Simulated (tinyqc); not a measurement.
Area and perimeter leakage from two diodes.

Inverse problem. A square diode and a finger diode leak I = JA area + JP perimeter. Find JA, JP and the side of the square at which both parts are equal.

areas (um^2): 40000  308000
perimeters (um): 800  63140
leakage currents (pA): 13.223200  103.47106

Solution. Two linear equations give JA and JP; for a square of side a, JA a^2 = 4 JP a at a = 4 JP/JA.

JA = 3.300e-8 A/cm^2
JP = 2.900e-13 A/cm
side for equal parts = 0.3515 um

Program tinyqc, `OMP_NUM_THREADS=1 python tinyqc.py 2290061 2290062 out.jsonl`; Intel Xeon 2.30GHz, shared host, one thread, about 0.01 s.
